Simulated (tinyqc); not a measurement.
UHF in the 3-21g basis, for H2, spin multiplicity 1, step by step (part 1 of 2). Computed by tinyqc, a small Python program that keeps every step (integrals from PySCF). Settings: charge = 0, multiplicity = 1, basis = 3-21g, energy threshold = 1e-08, iteration cap = 52, orthogonalisation = symmetric, start = Wolfsberg-Helmholz matrix, DIIS depth = 6, method = UHF, break = 0.4. Command: `OMP_NUM_THREADS=1 python tinyqc.py 21453 21454 out.jsonl` (the two numbers bound the seeds that draw the settings). One thread of a shared host (Intel(R) Xeon(R) Processor @ 2.60GHz), about 0.1 s of CPU time with the checks. Later iterations appear only in the table of the cycle.

## One-electron integrals

Geometry (angstrom):
```
atom         x         y         z
H     0.000000  0.000000  0.000000
H     0.000000  0.000000  1.250000
```

Basis 3-21g: exponents (1/bohr^2) and contraction coefficients of normalised primitives:
```
element  l (shell)  exponent  coefficient
H            s (1)  5.447178     0.156285
H            s (1)  0.824547     0.904691
H            s (2)  0.183192     1.000000
```

Overlap, kinetic and nuclear-attraction integrals over the contracted functions; the nuclear repulsion is the sum of Za Zb / Rab.

nuclear repulsion = 0.42334177 hartree

overlap S, order 1H 1s, 1H 2s, 2H 1s, 2H 2s:
$$\begin{pmatrix}
1.000000 & 0.645899 & 0.084915 & 0.277834 \\
0.645899 & 1.000000 & 0.277834 & 0.599844 \\
0.084915 & 0.277834 & 1.000000 & 0.645899 \\
0.277834 & 0.599844 & 0.645899 & 1.000000
\end{pmatrix}$$

kinetic energy T (hartree), order 1H 1s, 1H 2s, 2H 1s, 2H 2s:
$$\begin{pmatrix}
1.549405 & 0.293152 & -0.064464 & 0.055056 \\
0.293152 & 0.274788 & 0.055056 & 0.108668 \\
-0.064464 & 0.055056 & 1.549405 & 0.293152 \\
0.055056 & 0.108668 & 0.293152 & 0.274788
\end{pmatrix}$$

nuclear attraction V (hartree), order 1H 1s, 1H 2s, 2H 1s, 2H 2s:
$$\begin{pmatrix}
-2.144253 & -1.055892 & -0.142648 & -0.457632 \\
-1.055892 & -1.088070 & -0.457632 & -0.698835 \\
-0.142648 & -0.457632 & -2.144253 & -1.055892 \\
-0.457632 & -0.698835 & -1.055892 & -1.088070
\end{pmatrix}$$

core Hamiltonian H = T + V (hartree), order 1H 1s, 1H 2s, 2H 1s, 2H 2s:
$$\begin{pmatrix}
-0.594849 & -0.762740 & -0.207111 & -0.402576 \\
-0.762740 & -0.813282 & -0.402576 & -0.590167 \\
-0.207111 & -0.402576 & -0.594849 & -0.762740 \\
-0.402576 & -0.590167 & -0.762740 & -0.813282
\end{pmatrix}$$

## Two-electron integrals

Functions are numbered as in S; the eight-fold symmetry (ij|kl) = (ji|kl) = (kl|ij) leaves the list below.

Two-electron integrals (ij|kl) in chemists' order, unique and non-zero (hartree):
```
(11|11) 1.140145   (21|11) 0.611403   (21|21) 0.345152   (22|11) 0.626370
(22|21) 0.380329   (22|22) 0.482957   (31|11) 0.064055   (31|21) 0.038226
(31|22) 0.046008   (31|31) 0.007362   (32|11) 0.139060   (32|21) 0.087745
(32|22) 0.120952   (32|31) 0.018886   (32|32) 0.063340   (33|11) 0.422640
(33|21) 0.271600   (33|22) 0.396225   (33|31) 0.064055   (33|32) 0.252198
(33|33) 1.140145   (41|11) 0.252198   (41|21) 0.143725   (41|22) 0.160918
(41|31) 0.018886   (41|32) 0.044279   (41|33) 0.139060   (41|41) 0.063340
(42|11) 0.328088   (42|21) 0.202216   (42|22) 0.266804   (42|31) 0.031455
(42|32) 0.092933   (42|33) 0.328088   (42|41) 0.092933   (42|42) 0.173774
(43|11) 0.271600   (43|21) 0.173759   (43|22) 0.251113   (43|31) 0.038226
(43|32) 0.143725   (43|33) 0.611403   (43|41) 0.087745   (43|42) 0.202216
(43|43) 0.345152   (44|11) 0.396225   (44|21) 0.251113   (44|22) 0.358667
(44|31) 0.046008   (44|32) 0.160918   (44|33) 0.626370   (44|41) 0.120952
(44|42) 0.266804   (44|43) 0.380329   (44|44) 0.482957
```

## Orthogonalisation

S = U s U^T; symmetric (Loewdin) form X = U s^(-1/2) U^T, so that X^T S X = 1.

eigenvalues of S: [0.208444, 0.383437, 1.106797, 2.301322]

X, order 1H 1s, 1H 2s, 2H 1s, 2H 2s:
$$\begin{pmatrix}
1.240233 & -0.484136 & 0.025128 & 0.023814 \\
-0.484136 & 1.467246 & 0.023814 & -0.458489 \\
0.025128 & 0.023814 & 1.240233 & -0.484136 \\
0.023814 & -0.458489 & -0.484136 & 1.467246
\end{pmatrix}$$

## Starting guess

The start is the generalised Wolfsberg-Helmholz matrix (K = 1.75) built on H, with HOMO and LUMO mixed by +/-0.4 rad for the two spins; D(s) = C_occ C_occ^T for each spin.

D(alpha) at the start, order 1H 1s, 1H 2s, 2H 1s, 2H 2s:
$$\begin{pmatrix}
0.126959 & 0.203509 & -0.031332 & 0.103897 \\
0.203509 & 0.326213 & -0.050223 & 0.166541 \\
-0.031332 & -0.050223 & 0.007732 & -0.025640 \\
0.103897 & 0.166541 & -0.025640 & 0.085024
\end{pmatrix}$$

D(beta) at the start, order 1H 1s, 1H 2s, 2H 1s, 2H 2s:
$$\begin{pmatrix}
0.007732 & -0.025640 & -0.031332 & -0.050223 \\
-0.025640 & 0.085024 & 0.103897 & 0.166541 \\
-0.031332 & 0.103897 & 0.126959 & 0.203509 \\
-0.050223 & 0.166541 & 0.203509 & 0.326213
\end{pmatrix}$$

## Iteration 1: building the Fock matrix

J_ij = sum D_kl (ij|kl) with D = D(alpha) + D(beta), K_ij = sum D_kl (ik|jl) for each spin; F = H + J - K(s); E = tr D H + tr D J / 2 - 0.5 sum_s tr D(s) K(s) + E_nn.

Coulomb J (hartree), order 1H 1s, 1H 2s, 2H 1s, 2H 2s:
$$\begin{pmatrix}
1.197673 & 0.717968 & 0.106379 & 0.322052 \\
0.717968 & 0.910697 & 0.322052 & 0.583464 \\
0.106379 & 0.322052 & 1.197673 & 0.717968 \\
0.322052 & 0.583464 & 0.717968 & 0.910697
\end{pmatrix}$$

exchange K(alpha) (hartree), order 1H 1s, 1H 2s, 2H 1s, 2H 2s:
$$\begin{pmatrix}
0.603094 & 0.502735 & 0.114676 & 0.286790 \\
0.502735 & 0.479906 & 0.125012 & 0.293977 \\
0.114676 & 0.125012 & 0.062563 & 0.105404 \\
0.286790 & 0.293977 & 0.105404 & 0.214973
\end{pmatrix}$$

exchange K(beta) (hartree), order 1H 1s, 1H 2s, 2H 1s, 2H 2s:
$$\begin{pmatrix}
0.062563 & 0.105404 & 0.114676 & 0.125012 \\
0.105404 & 0.214973 & 0.286790 & 0.293977 \\
0.114676 & 0.286790 & 0.603094 & 0.502735 \\
0.125012 & 0.293977 & 0.502735 & 0.479906
\end{pmatrix}$$

F(alpha) (hartree), order 1H 1s, 1H 2s, 2H 1s, 2H 2s:
$$\begin{pmatrix}
-0.000270 & -0.547508 & -0.215409 & -0.367315 \\
-0.547508 & -0.382492 & -0.205537 & -0.300679 \\
-0.215409 & -0.205537 & 0.540262 & -0.150176 \\
-0.367315 & -0.300679 & -0.150176 & -0.117559
\end{pmatrix}$$

F(beta) (hartree), order 1H 1s, 1H 2s, 2H 1s, 2H 2s:
$$\begin{pmatrix}
0.540262 & -0.150176 & -0.215409 & -0.205537 \\
-0.150176 & -0.117559 & -0.367315 & -0.300679 \\
-0.215409 & -0.367315 & -0.000270 & -0.547508 \\
-0.205537 & -0.300679 & -0.547508 & -0.382492
\end{pmatrix}$$

total energy of this density = -0.97748083 hartree

## Iteration 1: diagonalisation and new density

Diagonalise F' = X^T F X, C = X C', fill 1 alpha and 1 beta electrons from the bottom; D(s) = C_occ C_occ^T. Each column has its largest component positive (the first on a tie).

F' = X^T F X (alpha) (hartree):
$$\begin{pmatrix}
0.544332 & -0.722624 & -0.048023 & -0.150099 \\
-0.722624 & 0.165300 & -0.060165 & -0.197024 \\
-0.048023 & -0.060165 & 0.973239 & -0.510248 \\
-0.150099 & -0.197024 & -0.510248 & 0.311051
\end{pmatrix}$$

orbital energies (alpha) (hartree): MO1 -0.512197, MO2 0.152232, MO3 1.101855, MO4 1.252033

coefficients C (alpha), order 1H 1s, 1H 2s, 2H 1s, 2H 2s:
$$\begin{pmatrix}
0.352525 & -0.128645 & 1.277848 & 0.006704 \\
0.613448 & -0.714603 & -1.276528 & 0.285444 \\
0.066949 & 0.162222 & 0.021669 & 1.320036 \\
0.160154 & 1.084184 & 0.285626 & -1.146861
\end{pmatrix}$$

F' = X^T F X (beta) (hartree):
$$\begin{pmatrix}
0.973239 & -0.510248 & -0.048023 & -0.060165 \\
-0.510248 & 0.311051 & -0.150099 & -0.197024 \\
-0.048023 & -0.150099 & 0.544332 & -0.722624 \\
-0.060165 & -0.197024 & -0.722624 & 0.165300
\end{pmatrix}$$

orbital energies (beta) (hartree): MO1 -0.512197, MO2 0.152232, MO3 1.101855, MO4 1.252033

coefficients C (beta), order 1H 1s, 1H 2s, 2H 1s, 2H 2s:
$$\begin{pmatrix}
0.066949 & 0.162222 & 0.021669 & 1.320036 \\
0.160154 & 1.084184 & 0.285626 & -1.146861 \\
0.352525 & -0.128645 & 1.277848 & 0.006704 \\
0.613448 & -0.714603 & -1.276528 & 0.285444
\end{pmatrix}$$

D(alpha) after iteration 1, order 1H 1s, 1H 2s, 2H 1s, 2H 2s:
$$\begin{pmatrix}
0.124274 & 0.216256 & 0.023601 & 0.056458 \\
0.216256 & 0.376318 & 0.041070 & 0.098246 \\
0.023601 & 0.041070 & 0.004482 & 0.010722 \\
0.056458 & 0.098246 & 0.010722 & 0.025649
\end{pmatrix}$$

D(beta) after iteration 1, order 1H 1s, 1H 2s, 2H 1s, 2H 2s:
$$\begin{pmatrix}
0.004482 & 0.010722 & 0.023601 & 0.041070 \\
0.010722 & 0.025649 & 0.056458 & 0.098246 \\
0.023601 & 0.056458 & 0.124274 & 0.216256 \\
0.041070 & 0.098246 & 0.216256 & 0.376318
\end{pmatrix}$$

## Iteration 2: building the Fock matrix

As before.

Coulomb J (hartree), order 1H 1s, 1H 2s, 2H 1s, 2H 2s:
$$\begin{pmatrix}
1.224411 & 0.731301 & 0.108612 & 0.328053 \\
0.731301 & 0.920792 & 0.328053 & 0.590089 \\
0.108612 & 0.328053 & 1.224411 & 0.731301 \\
0.328053 & 0.590089 & 0.731301 & 0.920792
\end{pmatrix}$$

exchange K(alpha) (hartree), order 1H 1s, 1H 2s, 2H 1s, 2H 2s:
$$\begin{pmatrix}
0.600961 & 0.504476 & 0.143659 & 0.289211 \\
0.504476 & 0.485205 & 0.161685 & 0.299186 \\
0.143659 & 0.161685 & 0.116290 & 0.143400 \\
0.289211 & 0.299186 & 0.143400 & 0.222385
\end{pmatrix}$$

exchange K(beta) (hartree), order 1H 1s, 1H 2s, 2H 1s, 2H 2s:
$$\begin{pmatrix}
0.116290 & 0.143400 & 0.143659 & 0.161685 \\
0.143400 & 0.222385 & 0.289211 & 0.299186 \\
0.143659 & 0.289211 & 0.600961 & 0.504476 \\
0.161685 & 0.299186 & 0.504476 & 0.485205
\end{pmatrix}$$

F(alpha) (hartree), order 1H 1s, 1H 2s, 2H 1s, 2H 2s:
$$\begin{pmatrix}
0.028602 & -0.535915 & -0.242158 & -0.363734 \\
-0.535915 & -0.377695 & -0.236208 & -0.299264 \\
-0.242158 & -0.236208 & 0.513272 & -0.174839 \\
-0.363734 & -0.299264 & -0.174839 & -0.114875
\end{pmatrix}$$

F(beta) (hartree), order 1H 1s, 1H 2s, 2H 1s, 2H 2s:
$$\begin{pmatrix}
0.513272 & -0.174839 & -0.242158 & -0.236208 \\
-0.174839 & -0.114875 & -0.363734 & -0.299264 \\
-0.242158 & -0.363734 & 0.028602 & -0.535915 \\
-0.236208 & -0.299264 & -0.535915 & -0.377695
\end{pmatrix}$$

total energy of this density = -1.03614821 hartree

## Iteration 2: DIIS over 2 matrices

error matrix X^T (FDS - SDF) X (alpha):
$$\begin{pmatrix}
0.000000 & 0.012659 & 0.026249 & -0.002383 \\
-0.012659 & 0.000000 & 0.029952 & -0.011859 \\
-0.026249 & -0.029952 & 0.000000 & -0.018953 \\
0.002383 & 0.011859 & 0.018953 & 0.000000
\end{pmatrix}$$

B (overlaps of the stored error matrices):
$$\begin{pmatrix}
1.6766299e-01 & 3.6793826e-02 \\
3.6793826e-02 & 9.0077721e-03
\end{pmatrix}$$

Minimise |sum c_i e_i|^2 with sum c_i = 1: solve [B -1; -1 0][c; lambda] = [0; -1] with B_ij = tr e_i^T e_j summed over both spins, and take F = sum c_i F_i.

DIIS coefficients: [-0.269550, 1.269550]

extrapolated F(alpha) (hartree), order 1H 1s, 1H 2s, 2H 1s, 2H 2s:
$$\begin{pmatrix}
0.036384 & -0.532790 & -0.249368 & -0.362769 \\
-0.532790 & -0.376402 & -0.244476 & -0.298883 \\
-0.249368 & -0.244476 & 0.505997 & -0.181487 \\
-0.362769 & -0.298883 & -0.181487 & -0.114152
\end{pmatrix}$$

extrapolated F(beta) (hartree), order 1H 1s, 1H 2s, 2H 1s, 2H 2s:
$$\begin{pmatrix}
0.505997 & -0.181487 & -0.249368 & -0.244476 \\
-0.181487 & -0.114152 & -0.362769 & -0.298883 \\
-0.249368 & -0.362769 & 0.036384 & -0.532790 \\
-0.244476 & -0.298883 & -0.532790 & -0.376402
\end{pmatrix}$$

## Iteration 2: diagonalisation and new density

As before.

F' = X^T F X (alpha) (hartree):
$$\begin{pmatrix}
0.583466 & -0.722194 & -0.079549 & -0.137791 \\
-0.722194 & 0.165135 & -0.092909 & -0.186629 \\
-0.079549 & -0.092909 & 0.954408 & -0.534036 \\
-0.137791 & -0.186629 & -0.534036 & 0.337213
\end{pmatrix}$$

orbital energies (alpha) (hartree): MO1 -0.505892, MO2 0.157271, MO3 1.125744, MO4 1.263099

coefficients C (alpha), order 1H 1s, 1H 2s, 2H 1s, 2H 2s:
$$\begin{pmatrix}
0.336819 & -0.124962 & 1.281053 & -0.060039 \\
0.620814 & -0.735464 & -1.250915 & 0.326912 \\
0.112040 & 0.170528 & 0.079401 & 1.313707 \\
0.142266 & 1.074786 & 0.226662 & -1.170981
\end{pmatrix}$$

F' = X^T F X (beta) (hartree):
$$\begin{pmatrix}
0.954408 & -0.534036 & -0.079549 & -0.092909 \\
-0.534036 & 0.337213 & -0.137791 & -0.186629 \\
-0.079549 & -0.137791 & 0.583466 & -0.722194 \\
-0.092909 & -0.186629 & -0.722194 & 0.165135
\end{pmatrix}$$

orbital energies (beta) (hartree): MO1 -0.505892, MO2 0.157271, MO3 1.125744, MO4 1.263099

coefficients C (beta), order 1H 1s, 1H 2s, 2H 1s, 2H 2s:
$$\begin{pmatrix}
0.112040 & 0.170528 & 0.079401 & 1.313707 \\
0.142266 & 1.074786 & 0.226662 & -1.170981 \\
0.336819 & -0.124962 & 1.281053 & -0.060039 \\
0.620814 & -0.735464 & -1.250915 & 0.326912
\end{pmatrix}$$

D(alpha) after iteration 2, order 1H 1s, 1H 2s, 2H 1s, 2H 2s:
$$\begin{pmatrix}
0.113447 & 0.209102 & 0.037737 & 0.047918 \\
0.209102 & 0.385410 & 0.069556 & 0.088321 \\
0.037737 & 0.069556 & 0.012553 & 0.015939 \\
0.047918 & 0.088321 & 0.015939 & 0.020240
\end{pmatrix}$$

D(beta) after iteration 2, order 1H 1s, 1H 2s, 2H 1s, 2H 2s:
$$\begin{pmatrix}
0.012553 & 0.015939 & 0.037737 & 0.069556 \\
0.015939 & 0.020240 & 0.047918 & 0.088321 \\
0.037737 & 0.047918 & 0.113447 & 0.209102 \\
0.069556 & 0.088321 & 0.209102 & 0.385410
\end{pmatrix}$$

## Iteration 3: building the Fock matrix

As before.

Coulomb J (hartree), order 1H 1s, 1H 2s, 2H 1s, 2H 2s:
$$\begin{pmatrix}
1.226653 & 0.732549 & 0.108976 & 0.328787 \\
0.732549 & 0.921879 & 0.328787 & 0.590972 \\
0.108976 & 0.328787 & 1.226653 & 0.732549 \\
0.328787 & 0.590972 & 0.732549 & 0.921879
\end{pmatrix}$$

exchange K(alpha) (hartree), order 1H 1s, 1H 2s, 2H 1s, 2H 2s:
$$\begin{pmatrix}
0.579748 & 0.493091 & 0.153170 & 0.287908 \\
0.493091 & 0.481579 & 0.176847 & 0.303729 \\
0.153170 & 0.176847 & 0.142904 & 0.162644 \\
0.287908 & 0.303729 & 0.162644 & 0.232730
\end{pmatrix}$$

exchange K(beta) (hartree), order 1H 1s, 1H 2s, 2H 1s, 2H 2s:
$$\begin{pmatrix}
0.142904 & 0.162644 & 0.153170 & 0.176847 \\
0.162644 & 0.232730 & 0.287908 & 0.303729 \\
0.153170 & 0.287908 & 0.579748 & 0.493091 \\
0.176847 & 0.303729 & 0.493091 & 0.481579
\end{pmatrix}$$

F(alpha) (hartree), order 1H 1s, 1H 2s, 2H 1s, 2H 2s:
$$\begin{pmatrix}
0.052056 & -0.523282 & -0.251305 & -0.361697 \\
-0.523282 & -0.372982 & -0.250636 & -0.302923 \\
-0.251305 & -0.250636 & 0.488900 & -0.192835 \\
-0.361697 & -0.302923 & -0.192835 & -0.124133
\end{pmatrix}$$

F(beta) (hartree), order 1H 1s, 1H 2s, 2H 1s, 2H 2s:
$$\begin{pmatrix}
0.488900 & -0.192835 & -0.251305 & -0.250636 \\
-0.192835 & -0.124133 & -0.361697 & -0.302923 \\
-0.251305 & -0.361697 & 0.052056 & -0.523282 \\
-0.250636 & -0.302923 & -0.523282 & -0.372982
\end{pmatrix}$$

total energy of this density = -1.04048916 hartree

## Iteration 3: DIIS over 3 matrices

error matrix X^T (FDS - SDF) X (alpha):
$$\begin{pmatrix}
0.000000 & 0.006850 & 0.006371 & 0.007015 \\
-0.006850 & 0.000000 & 0.005736 & 0.004458 \\
-0.006371 & -0.005736 & 0.000000 & -0.001728 \\
-0.007015 & -0.004458 & 0.001728 & 0.000000
\end{pmatrix}$$

B (overlaps of the stored error matrices):
$$\begin{pmatrix}
1.6766299e-01 & 3.6793826e-02 & 3.5561790e-03 \\
3.6793826e-02 & 9.0077721e-03 & 1.5557707e-03 \\
3.5561790e-03 & 1.5557707e-03 & 7.6993462e-04
\end{pmatrix}$$

As before.

DIIS coefficients: [0.311109, -1.632406, 2.321297]

extrapolated F(alpha) (hartree), order 1H 1s, 1H 2s, 2H 1s, 2H 2s:
$$\begin{pmatrix}
0.074063 & -0.510197 & -0.255070 & -0.360119 \\
-0.510197 & -0.368247 & -0.260158 & -0.308198 \\
-0.255070 & -0.260158 & 0.465094 & -0.208940 \\
-0.360119 & -0.308198 & -0.208940 & -0.137200
\end{pmatrix}$$

extrapolated F(beta) (hartree), order 1H 1s, 1H 2s, 2H 1s, 2H 2s:
$$\begin{pmatrix}
0.465094 & -0.208940 & -0.255070 & -0.260158 \\
-0.208940 & -0.137200 & -0.360119 & -0.308198 \\
-0.255070 & -0.360119 & 0.074063 & -0.510197 \\
-0.260158 & -0.308198 & -0.510197 & -0.368247
\end{pmatrix}$$

## Iteration 3: diagonalisation and new density

As before.

F' = X^T F X (alpha) (hartree):
$$\begin{pmatrix}
0.616528 & -0.708102 & -0.082709 & -0.137510 \\
-0.708102 & 0.167903 & -0.100722 & -0.191775 \\
-0.082709 & -0.100722 & 0.917982 & -0.543139 \\
-0.137510 & -0.191775 & -0.543139 & 0.324142
\end{pmatrix}$$

orbital energies (alpha) (hartree): MO1 -0.496200, MO2 0.147647, MO3 1.134479, MO4 1.240629

coefficients C (alpha), order 1H 1s, 1H 2s, 2H 1s, 2H 2s:
$$\begin{pmatrix}
0.317309 & -0.131377 & 1.284371 & -0.078804 \\
0.606382 & -0.764134 & -1.235280 & 0.347076 \\
0.127150 & 0.178812 & 0.097829 & 1.309982 \\
0.174765 & 1.058350 & 0.205909 & -1.185299
\end{pmatrix}$$

F' = X^T F X (beta) (hartree):
$$\begin{pmatrix}
0.917982 & -0.543139 & -0.082709 & -0.100722 \\
-0.543139 & 0.324142 & -0.137510 & -0.191775 \\
-0.082709 & -0.137510 & 0.616528 & -0.708102 \\
-0.100722 & -0.191775 & -0.708102 & 0.167903
\end{pmatrix}$$

orbital energies (beta) (hartree): MO1 -0.496200, MO2 0.147647, MO3 1.134479, MO4 1.240629

coefficients C (beta), order 1H 1s, 1H 2s, 2H 1s, 2H 2s:
$$\begin{pmatrix}
0.127150 & 0.178812 & 0.097829 & 1.309982 \\
0.174765 & 1.058350 & 0.205909 & -1.185299 \\
0.317309 & -0.131377 & 1.284371 & -0.078804 \\
0.606382 & -0.764134 & -1.235280 & 0.347076
\end{pmatrix}$$

D(alpha) after iteration 3, order 1H 1s, 1H 2s, 2H 1s, 2H 2s:
$$\begin{pmatrix}
0.100685 & 0.192410 & 0.040346 & 0.055455 \\
0.192410 & 0.367699 & 0.077101 & 0.105975 \\
0.040346 & 0.077101 & 0.016167 & 0.022221 \\
0.055455 & 0.105975 & 0.022221 & 0.030543
\end{pmatrix}$$

D(beta) after iteration 3, order 1H 1s, 1H 2s, 2H 1s, 2H 2s:
$$\begin{pmatrix}
0.016167 & 0.022221 & 0.040346 & 0.077101 \\
0.022221 & 0.030543 & 0.055455 & 0.105975 \\
0.040346 & 0.055455 & 0.100685 & 0.192410 \\
0.077101 & 0.105975 & 0.192410 & 0.367699
\end{pmatrix}$$

## Iteration 9 (converged): orbitals

converged F(alpha) (hartree), order 1H 1s, 1H 2s, 2H 1s, 2H 2s:
$$\begin{pmatrix}
0.124343 & -0.475819 & -0.267400 & -0.359710 \\
-0.475819 & -0.346855 & -0.285571 & -0.322434 \\
-0.267400 & -0.285571 & 0.414142 & -0.254701 \\
-0.359710 & -0.322434 & -0.254701 & -0.178592
\end{pmatrix}$$

converged F(beta) (hartree), order 1H 1s, 1H 2s, 2H 1s, 2H 2s:
$$\begin{pmatrix}
0.414142 & -0.254701 & -0.267400 & -0.285571 \\
-0.254701 & -0.178592 & -0.359710 & -0.322434 \\
-0.267400 & -0.359710 & 0.124343 & -0.475819 \\
-0.285571 & -0.322434 & -0.475819 & -0.346855
\end{pmatrix}$$

As before.

F' = X^T F X (alpha) (hartree):
$$\begin{pmatrix}
0.657689 & -0.686700 & -0.090015 & -0.140464 \\
-0.686700 & 0.187011 & -0.112365 & -0.199737 \\
-0.090015 & -0.112365 & 0.882995 & -0.566837 \\
-0.140464 & -0.199737 & -0.566837 & 0.300059
\end{pmatrix}$$

orbital energies (alpha) (hartree): MO1 -0.485956, MO2 0.136522, MO3 1.147533, MO4 1.229655

coefficients C (alpha), order 1H 1s, 1H 2s, 2H 1s, 2H 2s:
$$\begin{pmatrix}
0.294110 & -0.146087 & 1.285862 & -0.111717 \\
0.560477 & -0.814672 & -1.215279 & 0.378485 \\
0.151715 & 0.180296 & 0.129650 & 1.304389 \\
0.242208 & 1.033475 & 0.170990 & -1.200835
\end{pmatrix}$$

F' = X^T F X (beta) (hartree):
$$\begin{pmatrix}
0.882995 & -0.566837 & -0.090015 & -0.112365 \\
-0.566837 & 0.300059 & -0.140464 & -0.199737 \\
-0.090015 & -0.140464 & 0.657689 & -0.686700 \\
-0.112365 & -0.199737 & -0.686700 & 0.187011
\end{pmatrix}$$

orbital energies (beta) (hartree): MO1 -0.485956, MO2 0.136522, MO3 1.147533, MO4 1.229655

coefficients C (beta), order 1H 1s, 1H 2s, 2H 1s, 2H 2s:
$$\begin{pmatrix}
0.151715 & 0.180296 & 0.129650 & 1.304389 \\
0.242208 & 1.033475 & 0.170990 & -1.200835 \\
0.294110 & -0.146087 & 1.285862 & -0.111717 \\
0.560477 & -0.814672 & -1.215279 & 0.378485
\end{pmatrix}$$

D(alpha) after iteration 9, order 1H 1s, 1H 2s, 2H 1s, 2H 2s:
$$\begin{pmatrix}
0.086501 & 0.164842 & 0.044621 & 0.071236 \\
0.164842 & 0.314134 & 0.085033 & 0.135752 \\
0.044621 & 0.085033 & 0.023018 & 0.036747 \\
0.071236 & 0.135752 & 0.036747 & 0.058665
\end{pmatrix}$$

D(beta) after iteration 9, order 1H 1s, 1H 2s, 2H 1s, 2H 2s:
$$\begin{pmatrix}
0.023018 & 0.036747 & 0.044621 & 0.085033 \\
0.036747 & 0.058665 & 0.071236 & 0.135752 \\
0.044621 & 0.071236 & 0.086501 & 0.164842 \\
0.085033 & 0.135752 & 0.164842 & 0.314134
\end{pmatrix}$$
